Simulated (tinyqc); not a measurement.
# Worked calculation: strained Delta valleys, repopulation and conductivity mass

Numbers from tinyqc (`OMP_NUM_THREADS=1 python tinyqc.py 2530028 2530029 out.jsonl`; about 0.01 s on one thread of a shared Intel Xeon 2.30GHz). Printed values are rounded.

A cubic crystal with three pairs of conduction valleys along x, y and z under uniaxial stress X along [110] (X > 0 is tension); current along [100]. Non-degenerate electrons, fixed total density, one relaxation time for all valleys and stresses, masses unchanged by strain, so the mobility goes as the mean inverse mass.

Inputs (values chosen for the exercise); values close to those of silicon:

| symbol | value | unit | meaning |
|---|---|---|---|
| T | 300 | K | temperature |
| s11 | 7.49 | 1/TPa | compliance |
| s12 | -2.13 | 1/TPa | compliance |
| s44 | 12.8 | 1/TPa | compliance |
| Xu | 8.65 | eV | shear deformation potential |
| ml | 0.906 | m0 | longitudinal mass |
| mt | 0.189 | m0 | transverse mass |
| X | -130 | MPa | uniaxial stress (tension positive) |

Constants: q = 1.602176634e-19 C, kB = 1.380649e-23 J/K, Vt = kB T/q. Results are converted to the units shown.

Range of the model: Shear strain also changes the transverse masses of these valleys, which is left out.

## Strain tensor

Stress s_ij = X a_i a_j with a the unit vector along [110]; strain e_ii = s11 s_ii + s12 (s_jj + s_kk), e_ij = s44 s_ij/2.

strain (%):
```
            x           y          z
x  -0.0348400  -0.0416000  0.0000000
y  -0.0416000  -0.0348400  0.0000000
z   0.0000000   0.0000000  0.0276900
```

## Valley shifts and shares

Valley shift dE = Xu (n.e.n - trace(e)/3) with n the valley axis; share f proportional to exp(-dE/Vt).

dE, valley x to z (meV): [-1.80295, -1.80295, 3.60590]
share f, valley x to z: [0.355718, 0.355718, 0.288564]

The splitting is 5.41 meV, 0.21 Vt.

## Conductivity mass and mobility

Inverse mass along the current d = [100]: (n.d)^2/ml + (1 - (n.d)^2)/mt; mu/mu0 = sum f (1/m) over the plain mean of 1/m.

1/m along d, valley x to z (1/m0): [1.10375, 5.29101, 5.29101]
conductivity mass = 0.263052 m0
unstrained value = 0.256723 m0
mu/mu0 = 0.975937

The possible range, all electrons in one kind of valley, is 0.283 to 1.36.
